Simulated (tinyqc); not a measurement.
Averaged masses of warped heavy- and light-hole bands: one step. Effective density of states. Three cases, with inputs chosen for the exercise.

Task: Nv = 2 (kT/(4 pi c))^(3/2) [m_h^(3/2) + m_l^(3/2) + mso^(3/2) exp(-Dso/kT)], c = hbar^2/2m0, parabolic bands, m_h and m_l the density-of-states masses from the grid; 1 angstrom^-3 = 1e24 cm^-3.

Constants: kB = 8.617333262e-05 eV/K; hbar^2/2m0 = 3.80998211 eV angstrom^2.

Case 1.

Values chosen (out of a larger set: near those of GaAs; not measured data): mso = 0.169 m0 (split-off mass); Dso = 0.321 eV (spin-orbit splitting); T = 300 K (temperature).

m_d heavy, light (m0): 0.667647  0.082549

Case 2.

Values chosen (out of a larger set: near those of GaP; not measured data): mso = 0.251 m0 (split-off mass); Dso = 0.082 eV (spin-orbit splitting); T = 300 K (temperature).

m_d heavy, light (m0): 0.491485  0.165451

Case 3.

Values chosen (out of a larger set: near those of Ge; not measured data): mso = 0.09 m0 (split-off mass); Dso = 0.287 eV (spin-orbit splitting); T = 300 K (temperature).

m_d heavy, light (m0): 0.334669  0.042223

Give: prefactor; the three terms; Nv; shares.

Result:

Case 1.

prefactor = 2.5094e+19 cm^-3

the three terms: 0.54553  0.02372  0.00000

Nv = 1.428e+19 cm^-3

shares (%): 95.8  4.2  0.0

kT/Dso = 0.08, small enough for the four-band form.

Case 2.

prefactor = 2.5094e+19 cm^-3

the three terms: 0.34456  0.06730  0.00527

Nv = 1.047e+19 cm^-3

shares (%): 82.6  16.1  1.3

kT/Dso = 0.32: thermal holes reach energies comparable with Dso, where the four-band form fails and the true Nv is larger.

Case 3.

prefactor = 2.5094e+19 cm^-3

the three terms: 0.19361  0.00868  0.00000

Nv = 5.076e+18 cm^-3

shares (%): 95.7  4.3  0.0

kT/Dso = 0.09, small enough for the four-band form.

Computed by tinyqc, one run a case: `OMP_NUM_THREADS=1 python tinyqc.py N N+1 out.jsonl` with N = 1081318, 1081449, 1081471; one thread of a shared Intel(R) Xeon(R) Processor @ 2.30GHz, about 0.04 s a run at most.
